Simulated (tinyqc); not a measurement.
Which substrate gives the strongest standing wave: standing waves and exposure in a photoresist film.

Parameters, chosen for this exercise: lam = 365 nm (vacuum wavelength); n1 = 1.669 (resist index); A = 0.66 1/micrometre (bleachable absorption (Dill A)); B = 0.1 1/micrometre (fixed absorption (Dill B)).

r12 = (N1 - Ns)/(N1 + Ns) with N1 = n1 + i (A + B) lam/(4 pi), lam in micrometres, and Ns = ns + i ks chosen for the exercise, each substrate thick; contrast 2|r|/(1 + |r|^2); the intensity at the interface relative to the forward wave is |1 + r12|^2.

Results:
```
case,ns,ks,|r12|^2,contrast,phase (degrees),|1 + r12|^2
near polySi,4.918,2.666,0.3467,0.874,-163.1,0.220
near Si3N4,2.098,0.000,0.0130,0.225,176.7,0.785
near Al,0.416,4.311,0.8634,0.997,-138.0,0.482
near Si,6.487,2.735,0.4125,0.909,-169.3,0.150
near Cu,1.246,1.929,0.3101,0.850,-111.3,0.906
```

The strongest reflector is the case near Al (0.863) and the weakest near Si3N4 (0.0130). The intensity at the interface depends on the phase too: it is lowest for the case near Si (0.150, phase -169 degrees) and highest for near Cu (0.906); a strong reflector with a phase of 180 degrees would put a node there.

(tinyqc, `OMP_NUM_THREADS=1 python tinyqc.py 1681326 1681327 out.jsonl`, Intel(R) Xeon(R) Processor @ 2.30GHz, 1 thread, shared host, about 0.01 s.)
